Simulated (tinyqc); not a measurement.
Stripping the layer step by step: sheet resistance and Hall data of a diffused or implanted layer. Computed by tinyqc, a small Python program. Command: `OMP_NUM_THREADS=1 python tinyqc.py 3009665 3009666 out.jsonl layer walk`. One thread of a shared host (Intel(R) Xeon(R) Processor @ 2.30GHz), about 0.01 s of CPU time with the checks.

Carriers are taken equal to the net active doping down to the junction (full ionisation, which deep dopants in wide-gap hosts do not reach; no spill-over, no depletion), and the Hall factor is 1.

Inputs (values chosen for the exercise, modelled on boron in silicon):
```
quantity                                 value        unit
mu_min                                    46.7  cm^2/(V s)
mu_max                                     484  cm^2/(V s)
N_ref                                  2.3e+17      1/cm^3
exponent alpha                            0.74           -
peak concentration N_0                 4.7e+18      1/cm^3
length scale l                             760          nm
background doping N_B (opposite type)  2.8e+14      1/cm^3
```

Profile: Gaussian at the surface. Activation: complete.

Constants: e = 1.602176634e-19 C.

Method:
- N(x) = N_0 exp(-x^2/l^2), dose N_0 l sqrt(pi)/2, junction x_j = l sqrt(ln(N_0/N_B)).
- Mobility mu = mu_min + (mu_max - mu_min)/(1 + (N_t/N_ref)^alpha), N_t = active doping + N_B; carriers n = active doping - N_B, all dopants active.
- Integrals from x_0 (0 unless stated) to x_j by the midpoint rule on 400 even intervals: 1/R_s = e int n mu dx; sheet density n_s = int n dx; Hall sheet density (int n mu dx)^2/int n mu^2 dx; Hall mobility int n mu^2 dx/int n mu dx.
- After removing a depth d the integrals start at d. Differences between neighbouring rows give the local conductivity -d(1/R_s)/dx at the middle of the slice (the last slice uses one more step, not listed).

junction depth x_j = 2370.45 nm

Differential sheet resistance:
```
removed d (nm)  R_s (ohm)  slice conductivity (S/cm)  sigma at mid-slice (S/cm)
0                     179                     65.568                     65.923
240                   249                     57.454                     57.660
480                   380                     44.490                     44.513
720                   639                     30.765                     30.678
960                  1210                     18.910                     18.790
1200                 2686                      9.902                      9.767
1440                 7423                      4.081                      3.951
1680                27183                      1.237                      1.160
```

R_s doubles after removing between 240 and 480 nm of a layer 2370 nm deep, so half the current flows above that depth. Where sigma exceeds a tenth of its largest listed value, the slice values agree with it within 2 %.

Extremes, crossings and ranges named in words are read from the listed rows.
